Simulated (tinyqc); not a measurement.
Collinear exchange A + BC -> AB + C on a London-Eyring-Polanyi-Sato surface: saddle, string of images and rate: one step, computed by the program tinyqc.

x = r(AB), y = r(BC), r(AC) = x + y. V is counted from separated atoms, the barrier from A + BC, that is V + D(BC).

Task: Frequencies at the saddle. Wilson matrix G = [[1/m_A + 1/m_B, -1/m_B], [-1/m_B, 1/m_B + 1/m_C]]; eigenvalues lambda of G H give nu = 15.6333042 THz x sqrt(|lambda|), the negative one being imaginary. Reactant: nu_BC from k = 2 D beta^2 and 1/m_B + 1/m_C. Skew angle: cos = sqrt(m_A m_C/((m_A + m_B)(m_B + m_C))).

Inputs (values chosen for the exercise, bond data loosely for abstraction of hydrogen from a Si-H bond by a hydrogen atom; the barrier is not fitted): D(BC) = 4.01 eV; beta(BC) = 1.52 1/angstrom; mass of A = 1.008 u; mass of B = 1.008 u; mass of C = 28.09 u.

Hessian (eV/angstrom^2), rows x, y:
$$\begin{pmatrix}
-0.96613 & 4.83836 \\
4.83836 & 10.96358
\end{pmatrix}$$

Constants: nu for 1 eV/(angstrom^2 u) = 15.6333042 THz.

Give: imaginary frequency; real frequency at the saddle; nu_BC; skew angle.

Result:

imaginary frequency = 38.66 THz

real frequency at the saddle = 37.86 THz

nu_BC = 68.22 THz

skew angle = 45.99 degrees
